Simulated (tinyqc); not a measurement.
Phase shift across the band: Koster-Slater impurity in a tight-binding band, by Green functions and by supercells. Computed by tinyqc, a small Python program. Command: `OMP_NUM_THREADS=1 python tinyqc.py 3023975 3023976 out.jsonl kosterslater walk`. One thread of a shared host (Intel(R) Xeon(R) Processor @ 2.30GHz), about 0.06 s of CPU time with the checks.

One orbital per site, e(k) = -2 t sum cos(k_i) over 3 direction(s), band from -6 t to 6 t, lattice constant 1. One site has the extra energy U. Spin is left out.

Inputs (values chosen for the exercise, for a model band): hopping t = 0.91 eV; impurity potential U = 6.75 eV; broadening eta = 0.073 eV.

Lattice: simple cubic.

Method:
- Outside the band G0(E) = (1/pi) int_0^pi dk (2/(pi z)) K(16 t^2/z^2), z = E + 2 t cos k, K the complete elliptic integral with parameter m; 200 Gauss-Legendre points.
- A bound state solves 1/U = G0(E).
- Bisection in ln(distance from the edge) between 1e-5 t and |U| + t. Weight on the impurity site: -1/(U^2 dG0/dE), by a central difference with step min(1e-4 t, distance/30). Decay length along an axis: 1/arccosh(1 + distance/(2 t)).
- Inside the band G0(z), z = E + i eta, comes from the chain form 1/(sqrt(y - 2t) sqrt(y + 2t)) (principal roots) at y = z + 2 t cos k + 2 t cos k', averaged over k and k' in (0, pi) with 200 Gauss-Legendre points each.
- delta/pi = -arg(1 - U G0)/pi counts the states added below E (Friedel); host DOS = -Im G0/pi, DOS on the impurity = -Im[G0/(1 - U G0)]/pi; 13 evenly spaced energies from -(band edge + |U| + 2t) to +(band edge + |U| + 2t).

distance from the band edge = 2.07226 eV

level E_b = 7.53226 eV

Across the spectrum:

| E (eV) | Re G0 (1/eV) | host DOS (1/eV) | DOS on the impurity (1/eV) | delta/pi |
|---|---|---|---|---|
| -14.030 | -0.07320 | 0.00013 | 0.000057 | -0.00058 |
| -11.692 | -0.08896 | 0.00019 | 0.000075 | -0.00081 |
| -9.353 | -0.11406 | 0.00033 | 0.000104 | -0.00124 |
| -7.015 | -0.16275 | 0.00074 | 0.000168 | -0.00237 |
| -4.677 | -0.28467 | 0.02938 | 0.003293 | -0.06688 |
| -2.338 | -0.32627 | 0.09925 | 0.006759 | -0.18508 |
| 0.000 | 0.00000 | 0.15420 | 0.013188 | -0.40553 |
| 2.338 | 0.32627 | 0.09925 | 0.016893 | -0.66521 |
| 4.677 | 0.28467 | 0.02938 | 0.023745 | -0.81076 |
| 7.015 | 0.16275 | 0.00074 | 0.074170 | -0.94984 |
| 9.353 | 0.11406 | 0.00033 | 0.006146 | -0.00955 |
| 11.692 | 0.08896 | 0.00019 | 0.001202 | -0.00324 |
| 14.030 | 0.07320 | 0.00013 | 0.000500 | -0.00171 |

delta/pi starts and ends near zero (-0.001 and -0.002): the impurity moves states but creates none. delta/pi is negative in the band, down to -0.95 among these rows (-1 just below the level for small eta), and the lost state returns at the level above the band (7.532 eV).

Extremes, crossings and ranges named in words are read from the listed rows.
